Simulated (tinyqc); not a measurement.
## Segment and feed resistance from two drops

Problem. A rail is fed at one end through Rq; K loads of Ij follow, each after a segment Rs. The drop at load j is K Ij Rq + Rs Ij sum_(l=1..j) (K - l + 1). Find Rs, Rq and the worst drop, at the middle, if the rail were fed through Rq at both ends: K Ij Rq/2 + Rs Ij K^2/8 with the load taken as continuous.

Values chosen for this exercise: number of equal loads K = 9; current of each load Ij = 0.93 mA.

drops at the first and at the last load (mV): [3.2643000, 7.9515000]

Answer. The difference of the two drops is Rs Ij K (K - 1)/2, which gives Rs; the first drop then gives Rq.

Rs = 0.1400 ohm
Rq = 0.2500 ohm
drop at the middle with two feeds = 2.365 mV

Program tinyqc, `OMP_NUM_THREADS=1 python tinyqc.py 2770210 2770211 out.jsonl`; Intel Xeon 2.30GHz, shared host, one thread, about 0.08 s.
